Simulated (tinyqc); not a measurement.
MOS inversion layer, Poisson-Schroedinger loop: two steps of the calculation.

Electrons confined at an insulator interface at z = 0, treated as a hard wall; parabolic valleys, Hartree approximation, no image or exchange terms. The depletion charge lies far deeper than the electrons and gives a uniform field q Nd/(eps0 eps_r); the gate balances all charge. Energies are counted from the band edge at the interface.

Parameters, values chosen for the exercise; masses and permittivity close to those of silicon (100):
- T = 300 K (temperature)
- mz1 = 0.921 m0 (mass along z of valley set A (2 valley(s)))
- md1 = 0.193 m0 (in-plane density-of-states mass of set A)
- mz2 = 0.193 m0 (mass along z of valley set B (4 valley(s)))
- md2 = 0.415 m0 (in-plane density-of-states mass of set B)
- Ns = 6.4e11 cm^-2 (sheet density of electrons)
- dE = 0 eV (extra shift of set B (strain))
- hz = 0.95 nm (mesh step)

Constants: q = 1.602176634e-19 C, kB = 1.380649e-23 J/K, hbar = 1.054571817e-34 J s, m0 = 9.1093837015e-31 kg, Vt = kB T/q, hbar^2/(2 m0) = 0.0380998212 eV nm^2. Results are converted to the units shown.

Task 1. Fermi level and occupations. Level k holds N_k = D_k Vt ln(1 + exp((EF - E_k)/Vt)) with D = 2 md1 m0 q/(pi hbar^2) for the set A, D = 4 md2 m0 q/(pi hbar^2) for the set B per eV (spin included); EF is fixed by sum N_k = Ns.

levels (eV): A1 0.04292588, A2 0.07401122, B1 0.07302159, B2 0.12711187

Wanted: EF; N_k.

Result 1.

EF = -0.031835 eV
N_k (cm^-2): A1 2.2504e11, A2 6.8903e10, B1 3.0778e11, B2 3.8268e10

Task 2. Converged levels, occupations and centroid. Tridiagonal Hamiltonian with psi = 0 one step beyond both ends: H_ii = C (1/m_(i-1/2) + 1/m_(i+1/2))/hz^2 + V0_i + U_i (+ dE for the set B), H_(i,i+1) = -C/(m_(i+1/2) hz^2), C = hbar^2/(2 m0). The lowest 2 level(s) of each valley set are kept, normalised to hz sum |psi|^2 = 1. The mass is the same on all intervals.

Solve for the levels with V0 + U, find EF, n_i = sum_k N_k |psi_k|^2 (in cm^-3); share of each level N_k/Ns; centroid sum n z/sum n.

```
node	z (nm)	fixed potential V0 (eV)	converged U (eV)
1	0.95	0.01190103	0.009403225
2	1.9	0.02380205	0.017119153
3	2.85	0.03570308	0.022440742
4	3.8	0.04760411	0.025862405
5	4.75	0.05950513	0.027890567
6	5.7	0.07140616	0.029030585
7	6.65	0.08330719	0.029669907
8	7.6	0.09520821	0.030029804
9	8.55	0.10710924	0.030226702
10	9.5	0.11901027	0.030327987
11	10.45	0.13091129	0.030376043
12	11.4	0.14281232	0.030396904
13	12.35	0.15471335	0.030405166
14	13.3	0.16661437	0.030408147
15	14.25	0.17851540	0.030409118
16	15.2	0.19041643	0.030409398
17	16.15	0.20231745	0.030409464
18	17.1	0.21421848	0.030409474
```

Find: levels; EF; shares; n; centroid.

Result 2.

levels (eV): A1 0.0602, A2 0.0970, B1 0.0967, B2 0.1541
EF = -0.01046 eV
shares (%): A1 40.97, A2 10.12, B1 44.08, B2 4.82
n, node 1 to 18 (in units of 1e18 cm^-3): 1.209  1.715  1.361  0.998  0.636  0.359  0.200  0.117  0.069  0.038  0.019  0.009  0.004  0.001  0.000  0.000  0.000  0.000
centroid = 3.072 nm

tinyqc, about 0.8 s, one thread, Intel Xeon 2.30GHz (shared host): `OMP_NUM_THREADS=1 python tinyqc.py 2160021 2160022 out.jsonl`
